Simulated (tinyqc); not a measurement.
Critical temperature from a phonon spectrum: McMillan, Allen-Dynes and the linearised Eliashberg equation: one step, computed by the program tinyqc.

alpha^2 F(omega) = sum_i (lambda_i omega_i/2) delta(omega - omega_i), so that lambda = 2 int alpha^2 F/omega d omega = sum_i lambda_i.

Problem. The small kernel at the trial temperature. Linearised Eliashberg equation at omega_n = (2n + 1) pi k_B T, n = 0..N-1: lambda(j) = sum_i lambda_i omega_i^2/(omega_i^2 + (2 pi j k_B T)^2); K_mn = lambda(m - n) + lambda(m + n + 1) - 2 mu*(N) - delta_mn [2m + 1 + lambda(0) + 2 sum_(j=1..m) lambda(j)], with 1/mu*(N) = 1/mu* + ln(omega_rms/omega_N), omega_N = (2N + 1) pi k_B T. T_c is where the largest eigenvalue rho of K is zero.

Inputs (values chosen for the exercise, for a model metal):
```
quantity,value,unit
peak energy omega_1,6.02,meV
coupling lambda_1,0.128,-
peak energy omega_2,12.7,meV
coupling lambda_2,0.48,-
peak energy omega_3,23.7,meV
coupling lambda_3,0.299,-
Coulomb pseudopotential mu*,0.15,-
trial temperature,9.05,K
Matsubara points N in the small matrix,6,-
```

Peaks in alpha^2 F: three.

omega_rms = 16.60234 meV

Constants: k_B = 8.617333262e-05 eV/K.

Give: lambda(j), j = 0, 1, ...; mu*(N); K.

Solution.

lambda(j), j = 0, 1, ...: [0.9070, 0.7815, 0.5913, 0.4395, 0.3305, 0.2535, 0.1984, 0.1583, 0.1286, 0.1061, 0.0888, 0.0753]

mu*(N) = 0.1662

K, lower triangle (symmetric):
```
,1,2,3,4,5,6
1,-0.55
2,1.04,-4.46
3,0.70,0.78,-7.82
4,0.44,0.51,0.65,-10.80
5,0.25,0.31,0.42,0.58,-13.51
6,0.12,0.16,0.24,0.36,0.54,-16.05
```
